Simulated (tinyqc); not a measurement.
Band edges of strained Si(1-x)Ge(x) on relaxed Si(1-y)Ge(y), step by step. Values are carried at full precision from step to step, so a last printed digit may differ when a step is redone from the rounded ones.

Values are linear in the Ge fraction but for ED(x) = linear - CD x (1 - x) and a(x) = linear - Ca x (1 - x). Energies are on the common scale of Ev.

Inputs chosen for the exercise (end members near Si and Ge, in this order; not measured data): a = (5.428, 5.658) angstrom (lattice constant); Dso = (0.044, 0.287) eV (spin-orbit splitting); av = (2.45, 1.23) eV (valence hydrostatic potential); b = (-2.1, -2.56) eV (tetragonal shear potential); d = (-4.82, -5.36) eV (trigonal shear potential); C11 = (166.1, 127) GPa; C12 = (63.1, 47.7) GPa; C44 = (80.7, 66.4) GPa; Ev = (0, 0.63) eV (top of the unstrained valence band); ED = (1.177, 0.923) eV (gap to the Delta valleys); EL = (2.036, 0.747) eV (gap to the L valleys); aD = (1.63, 1.23) eV (hydrostatic potential of the Delta gap); aL = (-3.23, -2.86) eV (hydrostatic potential of the L gap); XuD = (9.1, 9.74) eV (uniaxial potential, Delta); XuL = (16.22, 15.51) eV (uniaxial potential, L); CD = 0.222 eV (bowing of the Delta gap); Ca = 0 angstrom (bowing of the lattice constant); x = 0 (Ge fraction of the layer); y = 0.49 (Ge fraction of the relaxed buffer); face = 111 (growth face).

## Values of the layer and the buffer

Interpolate at x and at y.

Interpolated values (a in angstrom, C11, C12, C44 in GPa, all else in eV):
```
symbol     layer    buffer
a         5.4280    5.5407
Dso       0.0440    0.1631
av        2.4500    1.8522
b        -2.1000   -2.3254
d        -4.8200   -5.0846
C11     166.1000  146.9410
C12      63.1000   55.5540
C44      80.7000   73.6930
Ev        0.0000    0.3087
ED        1.1770    0.9971
EL        2.0360    1.4044
aD        1.6300    1.4340
aL       -3.2300   -3.0487
XuD       9.1000    9.4136
XuL      16.2200   15.8721
```

## Strain of the layer on a (111) buffer

Coherent growth on a (111) face: e_par = (a(y) - a(x))/a(x), e_perp = -(2 C11 + 4 C12 - 4 C44)/(C11 + 2 C12 + 4 C44) e_par; exx = eyy = ezz = (2 e_par + e_perp)/3 and exy = eyz = ezx = (e_perp - e_par)/3.

Use the elastic constants of the layer.

e_par = 0.020763
e_perp = -0.008837

strain tensor in the cubic axes, rows x, y, z and columns alike:
```
[[0.010896, -0.009867, -0.009867],
 [-0.009867, 0.010896, -0.009867],
 [-0.009867, -0.009867, 0.010896]]
```

The layer is under tension in the plane; its volume changes by +3.269 %.

## Conduction valleys of the layer

A valley with unit axis u lies at Ev + gap + (av + a_valley) tr(e) + Xu (u.e.u - tr(e)/3); the Delta axes are x, y, z and the L axes [111], [1-1-1], [-11-1], [-1-11]. The second-order shift of the Delta valleys under shear is left out; it lowers the pair normal to the sheared plane by tens of meV at a shear of 1 %.

Give the hydrostatic shifts, the uniaxial shifts and the edges.

hydrostatic shifts of Delta and L (eV): [0.1334, -0.0255]

uniaxial shifts (eV): Delta x 0.0000, Delta y 0.0000, Delta z 0.0000, L [111] -0.3201, L [1-1-1] 0.1067, L [-11-1] 0.1067, L [-1-11] 0.1067

valley edges (eV): Delta x 1.3104, Delta y 1.3104, Delta z 1.3104, L [111] 1.6904, L [1-1-1] 2.1172, L [-11-1] 2.1172, L [-1-11] 2.1172

The lowest set is Delta6 (the digit counts whole valleys) at 1.3104 eV; the Delta valleys spread over 0 meV and the L valleys over 427 meV.

## Valence edges of the layer

Valence edges: Ev plus the levels of the 6 x 6 matrix of X, Y, Z times spin with -Dso/3 + l exx + m (eyy + ezz) on the diagonal (cyclic), n exy off it, l = av + 2 b, m = av - b, n = sqrt(3) d. Spin-orbit term (Dso/3) L.sigma on X, Y, Z with (L_k)_ij = -i epsilon_kij: <X+|H|Y+> = -i Dso/3, <X+|H|Z-> = Dso/3, <Y+|H|Z-> = -i Dso/3, <Z+|H|X-> = -Dso/3, <Z+|H|Y-> = i Dso/3, <X-|H|Y-> = i Dso/3, and their conjugates; + and - are the spin along z.

Give the strain block and the three twofold edges.

strain block (eV), rows X, Y, Z and columns alike:
```
[[0.0801, 0.0824, 0.0824],
 [0.0824, 0.0801, 0.0824],
 [0.0824, 0.0824, 0.0801]]
```

edges from the top (eV): [0.2318, -0.0023, -0.0333]

The top two edges are split by 234 meV.

## Gap and offsets against the buffer

Buffer: Ev(y) and Ec = Ev(y) + min(ED, EL). dEc = Ec(buffer) - Ec(layer), dEv = Ev(layer) - Ev(buffer); positive values confine the carrier in the layer; type I if both have one sign.

gap of the strained layer = 1.0786 eV
gap of the buffer = 0.9971 eV
dEc = -0.0046 eV
dEv = -0.0769 eV

Type I: electrons collect in the buffer (5 meV) and holes in the buffer (77 meV). The relaxed layer would have a gap of 1.177 eV, so strain has moved it by -98 meV. An offset this small is within the spread of published parameter sets, so the type is not settled by this model.

## Checks

- Mean of the three Delta edges against the hydrostatic shift alone (eV): both 1.31037.

tinyqc: `OMP_NUM_THREADS=1 python tinyqc.py 1051126 1051127 out.jsonl`; about 0.01 s, one thread, shared Intel(R) Xeon(R) Processor @ 2.30GHz.
